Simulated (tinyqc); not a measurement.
Inside a calculation. Model: undoped gate-all-around wire MOSFET, analytic charge model.

Numbers from tinyqc (`OMP_NUM_THREADS=1 python tinyqc.py 2460071 2460072 out.jsonl`; about 0.02 s on one thread of a shared Intel Xeon 2.30GHz). Printed values are rounded.

An undoped round wire of radius R under an insulator shell and a surrounding gate; long channel, electrons only, n = ni exp((psi - V)/Vt) with V the quasi-Fermi potential (0 at the source, Vd at the drain), constant mobility, no quantisation. The radial Poisson equation gives n(r) = n(0)/(1 - (1 - b) r^2/R^2)^2 with b = Q0/(Q + Q0). Q is the electron charge per area of the wire surface.

Values chosen for this exercise; material values those of a made-up semiconductor: temperature T = 325 K; band gap Eg = 1.3 eV; relative permittivity of the semiconductor eps_r = 13.4; conduction-band density of states at T Nc = 2.51e19 cm^-3; valence-band density of states at T Nv = 3.04e19 cm^-3; relative permittivity of the gate insulator eox = 21.8; insulator thickness tox = 13 nm; wire radius R = 15 nm; gate work function less that of the intrinsic body dphi = 0.15 V; channel mobility mu = 480 cm^2/(V s); gate length L = 1 um; gate voltage Vg = 0.73 V; drain voltage Vd = 0.8 V.

Constants: q = 1.602176634e-19 C, kB = 1.380649e-23 J/K, Vt = kB T/q, eps0 = 8.8541878128e-14 F/cm where lengths are in cm. Results are converted to the units shown.

## Constants of the wire

ni = sqrt(Nc Nv) exp(-Eg/(2 Vt)), Eg in volts; Cox = eps0 eox/(R ln(1 + tox/R)); Q0 = 4 eps0 eps_r Vt/R; V0 = dphi + Vt ln[8 eps0 eps_r Vt/(q ni R^2)].

ni = 2.299944e9 cm^-3
Cox = 2.061683 uF/cm^2
Q0 = 88.60914 nC/cm^2
V0 = 0.6985255 V

## Iteration 1: charge at the source by Newton steps

Q at the start = 8.9 nC/cm^2

With V = 0: f = Q/Cox + Vt ln(Q/Q0) + Vt ln(1 + Q/Q0) - (Vg - V0); f' = 1/Cox + Vt/Q + Vt/(Q + Q0); Q(new) = Q - f/f'.

f = -0.08884087 V
f' = 0.003919037 V cm^2/nC
Q after iteration 1 = 31.56906 nC/cm^2

## Iteration 2: charge at the source by Newton steps

As before.

f = -0.03653176 V
f' = 0.001605226 V cm^2/nC
Q after iteration 2 = 54.32708 nC/cm^2

## Course of the iteration: charge at the source by Newton steps

Stop when Q changes by less than 1e-8 nC/cm^2, or after 40 iterations.

Course of the iteration:
```
iteration  Q (nC/cm^2)  |change| (nC/cm^2)
1             31.56906                22.7
2             54.32708                22.8
3             58.86798                4.54
4             58.96057              0.0926
5             58.96061             3.49e-5
6             58.96061            4.95e-12
```

Converged in 6 iterations. At the end the number of correct digits about doubles with each step.

## Drain current and line charge

Qs = 58.96061 nC/cm^2
Qd = 1.071388e-10 nC/cm^2

Q solves Vg - V0 - V = Q/Cox + Vt ln(Q/Q0) + Vt ln(1 + Q/Q0). I = mu (2 pi R/L)[2 Vt (Qs - Qd) + (Qs^2 - Qd^2)/(2 Cox) + Vt Q0 ln((Qd + Q0)/(Qs + Q0))], with Qs at V = 0 and Qd at V = Vd. Electrons per length at the source: 2 pi R Qs/q; surface over centre density: (1 + Qs/Q0)^2.

first term = 0.1494034 uA
second term = 0.03814032 uA
third term = -0.05726291 uA
I = 0.1302808 uA
electrons per length = 0.3468348 1/nm
surface over centre density = 2.773560

The square-law term makes up 29.3 % of the current.
